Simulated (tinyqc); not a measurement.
Field dependence: Hall factor, magnetoresistance and optical conductivity for a power-law relaxation time. Computed by tinyqc, a small Python program. Command: `OMP_NUM_THREADS=1 python tinyqc.py 3000983 3000984 out.jsonl magneto walk`. One thread of a shared host (Intel(R) Xeon(R) Processor @ 2.30GHz), about 0.01 s of CPU time with the checks.

One spherical parabolic band, tau(E) = tau_0 x^s with x = E/(k_B T). Landau quantisation is left out.

Inputs (values chosen for the exercise, with a mass close to that of electrons in InSb):

| quantity | value | unit |
|---|---|---|
| effective mass m | 0.014 | m_0 |
| exponent s | -0.5 | - |
| tau_0 | 1000 | fs |
| reduced Fermi level eta | 6.3 | - |
| temperature T | 350 | K |

Constants: m_0 = 9.1093837015e-31 kg; k_B = 1.380649e-23 J/K; hbar = 1.054571817e-34 J s; e = 1.602176634e-19 C.

Method:
- <y> = int y x^(3/2) f (1 - f) dx / int x^(3/2) f (1 - f) dx, f = 1/(1 + exp(x - eta)).
- Integrals over x = E/(k_B T) use 160 Gauss-Legendre points in u = sqrt(x) from 0 to sqrt(max(eta, 0) + 45).
- n = (2 m k_B T)^(3/2)/(3 pi^2 hbar^3) int x^(3/2) f (1 - f) dx; moments in units of tau_0.
- mu = e <tau>/m; weak field r_H = <tau^2>/<tau>^2 and MR = c (mu B)^2, c = <tau^3>/<tau>^3 - r_H^2; strong field r_H = 1 and MR = <tau> <1/tau> - 1.
- With w_c = e B/m: sigma_xx = (n e^2/m) <tau/(1 + w_c^2 tau^2)>, sigma_xy = (n e^2/m) <w_c tau^2/(1 + w_c^2 tau^2)>; r_H = (n e/B) sigma_xy/(sigma_xx^2 + sigma_xy^2); MR = sigma_0 sigma_xx/(sigma_xx^2 + sigma_xy^2) - 1, sigma_0 = n e^2 <tau>/m.

drift mobility mu = 48516.1 cm^2/(V s)

saturation MR = 1.70576 %

Against the field:

| B (T) | mu B | r_H | MR (%) |
|---|---|---|---|
| 0.0062 | 3.0080e-02 | 1.0190 | 2.1286e-03 |
| 0.021 | 1.0188e-01 | 1.0187 | 2.3771e-02 |
| 0.062 | 3.0080e-01 | 1.0167 | 1.7842e-01 |
| 0.12 | 5.8219e-01 | 1.0129 | 4.9560e-01 |
| 0.21 | 1.0188e+00 | 1.0081 | 9.2138e-01 |
| 0.41 | 1.9892e+00 | 1.0033 | 1.3791e+00 |
| 0.82 | 3.9783e+00 | 1.0010 | 1.6079e+00 |
| 2.1 | 1.0188e+01 | 1.0002 | 1.6899e+00 |
| 8.2 | 3.9783e+01 | 1.0000 | 1.7047e+00 |

What does the comparison show, and why?

r_H falls from 1.019 to 1.000, so a strong-field measurement gives n directly; half of the fall is done between 0.582 and 1.02 in mu B. MR starts as B^1.98 and reaches 100 % of its saturation value in the last row. It arises only because carriers of different energy have different Hall angles, which one Hall field cannot cancel. Above 3.6 T hbar w_c exceeds k_B T and mu B exceeds 1, and Landau quantisation replaces this picture.

Extremes, crossings and ranges named in words are read from the listed rows.
